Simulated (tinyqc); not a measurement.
What moves the zone average: special k points of the fcc lattice.

Lattice vectors in units of a: a1 = (0, 1/2, 1/2), a2 = (1/2, 0, 1/2), a3 = (1/2, 1/2, 0); reciprocal vectors b_i with a_i . b_j = 2 pi delta_ij. Mesh: k = sum_i f_i b_i with f_i = (2 j_i + shift)/(2 N), j_i = 0 .. N-1. The point group of the lattice has 48 operations; only those that map the mesh onto itself are used.

A_m(k) = sum over the m-th star of lattice vectors R of cos(k . R), stars in order of length: m = 1: |R|^2 = 0.5, 12 vectors, such as (1, 0, 0) in the basis a_i; m = 2: |R|^2 = 1, 6 vectors, such as (1, 1, -1) in the basis a_i; m = 3: |R|^2 = 1.5, 24 vectors, such as (2, 0, -1) in the basis a_i; m = 4: |R|^2 = 2, 12 vectors, such as (2, 0, 0) in the basis a_i; m = 5: |R|^2 = 2.5, 24 vectors, such as (2, 1, -1) in the basis a_i; m = 6: |R|^2 = 3, 8 vectors, such as (3, -1, -1) in the basis a_i. The zone mean of every A_m is zero.

Test function, the lower band of a two-band insulator: E(k) = -sqrt(D^2 + (e0 - t A_1(k))^2).

Parameters, chosen for this exercise (the lattice of Si, GaAs, Cu and Al; the results hold for these values, not for the real material):
- D = 0.89 eV (half gap term)
- t = 0.45 eV (coupling)
- e0 = 1.51 eV (offset)
- N = 3 (points along each reciprocal vector)
- shift = 1 (half steps)

Mean of E over the mesh, and its error against the unshifted mesh with N = 24.

Results for these values:

| case | mean (eV) | error (meV) | irreducible points |
|---|---|---|---|
| base | -2.1860 | 22.53 | 6 |

What happens to each result for t = 0.585 eV, all else kept?

Answer: mean falls from -2.1860 to -2.4495; error rises from 22.53 to 39.35; irreducible points does not change at the printed digits.

The same for each parameter in turn:

| case | mean (eV) | error (meV) | irreducible points |
|---|---|---|---|
| base | -2.1860 | 22.53 | 6 |
| N = 4 | -2.2124 | -3.92 | 10 |
| shift = 0 | -2.1365 | 72.03 | 4 |
| D = 0.623 eV | -2.0611 | 33.21 | 6 |
| t = 0.585 eV | -2.4495 | 39.35 | 6 |

tinyqc: `OMP_NUM_THREADS=1 python tinyqc.py 1681854 1681855 out.jsonl`; about 0.1 s, one thread, shared Intel(R) Xeon(R) Processor @ 2.30GHz.
